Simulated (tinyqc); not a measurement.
Formation energy of a charged point defect from supercell energies. Inputs raised by 2 %, one at a time. Computed by tinyqc, a small Python program. Command: `OMP_NUM_THREADS=1 python tinyqc.py 3021535 3021536 out.jsonl formation sens`. One thread of a shared host (Intel(R) Xeon(R) Processor @ 2.30GHz), about 0.02 s of CPU time with the checks.

The host is a compound AB. Making the defect adds n_A = 0, n_B = -1 atoms to the cell. All total energies are inputs. E_F is counted from the valence-band maximum (VBM); x = 0 is A-rich and x = 1 B-rich growth.

Inputs (values chosen for the exercise, with gap and screening modelled on GaN):
```
quantity                       value      unit
E_VBM of the host cell         1.909        eV
potential alignment dV        -0.017        eV
dielectric constant eps         9.47         -
cell length L                   13.2  angstrom
mu_B of the pure element      -3.757        eV
formation enthalpy dH of AB    -2.16        eV
growth condition x              0.65         -
Fermi level E_F                 2.33        eV
temperature T                    600         K
site density N_s             3.7e+22     cm^-3
```

Defect: vacancy of B. Supercell lattice: fcc.

charge states q: 1  0  -1

E(defect, q) - E(host), in the order of q (eV): 4.897  8.828  12.493

Constants: e^2/(4 pi eps_0) = 14.39964548 eV angstrom; k_B = 8.617333262e-05 eV/K.

Method:
- dmu_A = x dH and dmu_B = (1 - x) dH, so that dmu_A + dmu_B = dH; mu = mu(element) + dmu.
- The reservoir term is sum n_i mu_i.
- Image-charge correction of a point charge in a neutralising background: E_corr = q^2 alpha e^2/(4 pi eps_0) / (2 eps L), alpha = 2.888282 for a fcc array with L the cube root of the volume.
- E_f(q, E_F) = [E(defect, q) - E(host)] - sum n_i mu_i + q (E_VBM + dV + E_F) + E_corr(q).
- eps(q/q-1) = E_f(q - 1, 0) - E_f(q, 0).
- E_f(q, E_F) = E_f(q, 0) + q E_F.
- c_q = N_s exp(-E_f(q, E_F)/k_B T), with all degeneracy factors one and no vibrational entropy.

Runs:
```
input moved                         from        to  level (+1/0) (eV)  level (0/-1) (eV)  lowest formation energy (eV)  total concentration (cm^-3)
base run                               -         -             1.8726             1.9394                        3.9244                   4.0299e-11
dielectric constant eps             9.47    9.6594             1.8759             1.9361                        3.9211                   4.2922e-11
cell length L (angstrom)            13.2    13.464             1.8759             1.9361                        3.9211                   4.2922e-11
growth condition x                  0.65     0.663             1.8726             1.9394                        3.9524                   2.3412e-11
Fermi level E_F (eV)                2.33    2.3766             1.8726             1.9394                        3.8778                   9.9216e-11
temperature T (K)                    600       612             1.8726             1.9394                        3.9244                   1.7851e-10
formation enthalpy dH of AB (eV)   -2.16   -2.2032             1.8726             1.9394                        3.9092                   5.3988e-11
potential alignment dV (eV)       -0.017  -0.01734             1.8730             1.9397                        3.9247                   4.0035e-11
```

Exponents ln(y'/y) / ln(x'/x):
```
input                        level (+1/0)  level (0/-1)  lowest formation energy  total concentration
dielectric constant eps             0.088        -0.085                   -0.042                3.184
cell length L                       0.088        -0.085                   -0.042                3.184
growth condition x                  0.000         0.000                    0.360              -27.425
Fermi level E_F                     0.000         0.000                   -0.603               45.498
temperature T                       0.000         0.000                    0.000               75.158
formation enthalpy dH of AB         0.000         0.000                   -0.195               14.767
potential alignment dV              0.009         0.009                    0.004               -0.332
```

Which inputs matter most for each result?

Among the inputs moved here: level (+1/0) answers most in size to dielectric constant eps (exponent +0.088), and about equally to cell length L (+0.088); its exponent is below 0.0005 for growth condition x, Fermi level E_F, temperature T, formation enthalpy dH of AB. level (0/-1) answers most in size to dielectric constant eps (exponent -0.085), and about equally to cell length L (-0.085); its exponent is below 0.0005 for growth condition x, Fermi level E_F, temperature T, formation enthalpy dH of AB. lowest formation energy answers most in size to Fermi level E_F (exponent -0.603), next to growth condition x (+0.360); its exponent is below 0.0005 for temperature T. total concentration answers most in size to temperature T (exponent +75.158), next to Fermi level E_F (+45.498).

Extremes, crossings and ranges named in words are read from the listed rows.
